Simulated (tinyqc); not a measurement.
Worked calculation: Kronig-Penney superlattice by transfer matrices. Values are carried at full precision from step to step, so a last printed digit may differ when a step is redone from the rounded ones.

Wells (width a, potential 0, mass mw) alternate with barriers (width b, height V0, mass mb); period d = a + b; c = hbar^2/2m0. The vector (psi, psi'/m) is continuous, and a layer of thickness t carries it by M = [[cos kt, (m/k) sin kt], [-(k/m) sin kt, cos kt]] with k = sqrt(m (E - V)/c); for E < V, k = i kappa gives [[cosh, (m/kappa) sinh], [(kappa/m) sinh, cosh]] of kappa t. A Bloch state obeys cos(q d) = tr(Mb Mw)/2.

Constants: hbar^2/2m0 = 3.80998211 eV angstrom^2; hbar = 6.58211957e-16 eV s.

Values chosen for the exercise (near those of a GaAs superlattice with barriers of AlGaAs; not measured data):
```
symbol  value   unit      meaning
a       116     angstrom  well width
b       59      angstrom  barrier width
V0      0.13    eV        barrier height
mw      0.065   m0        mass in the wells
mb      0.0803  m0        mass in the barriers
E       0.0219  eV        trial energy
F       2       kV/cm     field along the axis
```

## Layer matrices at one energy

Form the matrix of the well and of the barrier at E.

k in the well = 0.01933 1/angstrom
kappa in the barrier = 0.04773 1/angstrom

Mw (angstrom units):
```
          1         2
1  -0.62209    2.6329
2  -0.23283  -0.62209
```

Mb (angstrom units):
```
        1       2
1  8.3864  14.008
2  4.9495  8.3864
```

## The matrix of one period

Multiply M = Mb Mw and take half the trace. If its size is at most 1, E lies in a miniband and q d = arccos(tr M/2); otherwise the state decays by exp(-arccosh|tr M/2|) a period.

M:
```
         1       2
1  -8.4785  13.366
2  -5.0316  7.8142
```

tr M/2 = -0.3322
q d in a band, or the decay exponent in a gap = 1.909

E lies in a miniband; det M = 1.0000, as for any such product.

## Miniband edges

The edges are the energies where tr M/2 = +1 (q = 0) or -1 (q = pi/d); the first three minibands.

Minibands:
```
band  bottom (eV)  top (eV)  width (meV)
1          0.0203    0.0228          2.6
2          0.0762    0.0906         14.4
3          0.1492    0.1998         50.6
```

2 minibands of these lie wholly below V0. The first gap is 53.4 meV wide; the single well of width a has E1 = 0.0215 eV, inside the first miniband.

## Dispersion along the axis

Solve tr M/2 = cos(q d) inside each miniband at q d/pi = 0, 1/6, ..., 1. The cosine form is E_bottom + (W/2)(1 - cos q d) with the true width W.

Energies (eV):
```
q d/pi  band 1  cosine form  band 2
0.000   0.0203       0.0203  0.0906
0.167   0.0204       0.0204  0.0894
0.333   0.0208       0.0209  0.0863
0.500   0.0215       0.0215  0.0826
0.667   0.0221       0.0222  0.0793
0.833   0.0226       0.0226  0.0770
1.000   0.0228       0.0228  0.0762
```

The cosine form, which holds for hopping between neighbouring wells alone, misses band 1 by at most 0.1 meV, 3 % of its width.

## Mass along the axis

With f(E) = tr M/2, 1 - (q d)^2/2 = 1 + f'(E_bottom)(E - E_bottom) gives m_z = -2 c f'/d^2 (f' by a central difference of 1e-6 eV at the bottom of band 1). The cosine form gives 4 c/(W d^2), W the width of band 1 between tr M/2 = +1 and -1.

f' = -863.0 1/eV
m_z = 0.2147 m0
m_z of the cosine form = 0.1938 m0
W = 2.57 meV

The mass along the axis is 3.30 times mw.

## In a field along the axis

One-band picture: ladder spacing e F d, Bloch frequency e F d/(2 pi hbar), and extent W/(e F) of a Stark state, with W the width of band 1; 1 kV/cm = 1e-5 V/angstrom.

e F d = 3.500 meV
Bloch frequency = 0.846 THz
W/(e F d) = 0.73 periods

The state is confined to about one period: the miniband has broken into a ladder of single-well levels.

## Checks

- Bottom of band 1 from 121 plane waves (the mass step taken by inverting the matrix of m) against the transfer matrix, eV: both 0.0203.

Computed by tinyqc, a small Python program: `OMP_NUM_THREADS=1 python tinyqc.py 1282223 1282224 out.jsonl` (the numbers bound the seed that draws the inputs); one thread of a shared host (Intel(R) Xeon(R) Processor @ 2.30GHz), about 0.06 s for the whole set of steps.
